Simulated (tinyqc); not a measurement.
Worked calculation: CIS and TDHF on RHF in the sto-3g basis, for H3+, spin multiplicity 1. One step of it, computed by the program tinyqc.

Task: Integrals over molecular orbitals. (pq|rs) = sum C_ip C_jq C_kr C_ls (ij|kl), one index at a time.

coefficients C:
```
            MO1        MO2        MO3
1H 1s  0.398153  -0.880360  -0.843052
2H 1s  0.398329  -0.289124   1.184418
3H 1s  0.398002   1.169796  -0.341723
```

core Hamiltonian H = T + V (hartree), lower triangle:
```
           1H 1s      2H 1s      3H 1s
1H 1s  -1.579272
2H 1s  -1.100543  -1.579528
3H 1s  -1.099443  -1.100035  -1.579053
```

Two-electron integrals (ij|kl) in chemists' order, unique and non-zero (hartree):
```
(11|11) 0.774606   (21|11) 0.353349   (21|21) 0.199376   (22|11) 0.508661
(22|21) 0.353349   (22|22) 0.774606   (31|11) 0.352881   (31|21) 0.181823
(31|22) 0.291266   (31|31) 0.198913   (32|11) 0.291366   (32|21) 0.181919
(32|22) 0.353133   (32|31) 0.181741   (32|32) 0.199162   (33|11) 0.508339
(33|21) 0.291452   (33|22) 0.508513   (33|31) 0.352881   (33|32) 0.353133
(33|33) 0.774606
```

Give: one-electron integrals over orbitals h = C^T H C; Two-electron integrals over orbitals.

Result:

one-electron integrals over orbitals h = C^T H C (hartree), lower triangle:
```
        1       2       3
1  -1.797
2   0.000  -1.068
3   0.000   0.000  -1.068
```

Two-electron integrals over orbitals (pq|rs), unique and non-zero (hartree):
```
(11|11) 0.606       (21|11) -7.54e-05   (21|21) 0.144       (22|11) 0.588
(22|21) 0.060       (22|22) 0.668       (31|11) 8.62e-05    (31|21) 1.88e-08
(31|22) -0.069      (31|31) 0.144       (32|11) 3.21e-08    (32|21) -0.069
(32|22) -5.78e-05   (32|31) -0.060      (32|32) 0.073       (33|11) 0.588
(33|21) -0.060      (33|22) 0.522       (33|31) 0.069       (33|32) 5.78e-05
(33|33) 0.668
```
